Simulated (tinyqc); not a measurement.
IGBT as a p-i-n diode in series with a MOS channel, on-state and switching loss: one step of the calculation.

High injection (n = p) in a drift layer from x = -W/2 (anode) to +W/2 (cathode side), recombination only in the layer with lifetime tau, ideal emitters. The channel feeds the cathode side and carries the whole current. Auger recombination, carrier-carrier scattering, emitter losses and the carrier dip under the p body are left out.

Problem. On-state voltage. n(x) = (tau J/(2 q La))[cosh(x/La)/sinh y - B sinh(x/La)/cosh y]. Vm = Vt [(8 b/(b + 1)^2)(sinh y/s) arctan(s sinh y) + B ln((1 + B tanh^2 y)/(1 - B tanh^2 y))], s = sqrt(1 - B^2 tanh^2 y); Vj = Vt ln(n(-W/2) n(W/2)/ni^2), ni = sqrt(Nc Nv) exp(-Eg/(2 Vt)), Eg in volts; Vc = J Rch; Von = Vm + Vj + Vc.

Parameters, values chosen for the exercise; material values close to those of silicon: temperature T = 350 K; band gap Eg = 1.12 eV; conduction-band density of states at T Nc = 3.48e19 cm^-3; valence-band density of states at T Nv = 3.31e19 cm^-3; high-injection lifetime tau = 1.6 us; current density J = 50 A/cm^2; channel and accumulation resistance Rch = 0.63 mohm cm^2.

Constants: q = 1.602176634e-19 C, kB = 1.380649e-23 J/K, Vt = kB T/q. Results are converted to the units shown.

b = 2.9152047
B = 0.48917102
La = 49.575351 um
y = 2.0171314

Find: Vm; Vj; Vc; Von.

Solution.

Vm = 0.2591 V
Vj = 0.7222 V
Vc = 0.03150 V
Von = 1.013 V

Vm does not depend on J, since the carrier density grows with it. Junctions, layer and channel take 71, 26 and 3.1 % of Von.

Numbers from tinyqc (`OMP_NUM_THREADS=1 python tinyqc.py 2590132 2590133 out.jsonl`; about 0.01 s on one thread of a shared Intel Xeon 2.30GHz).
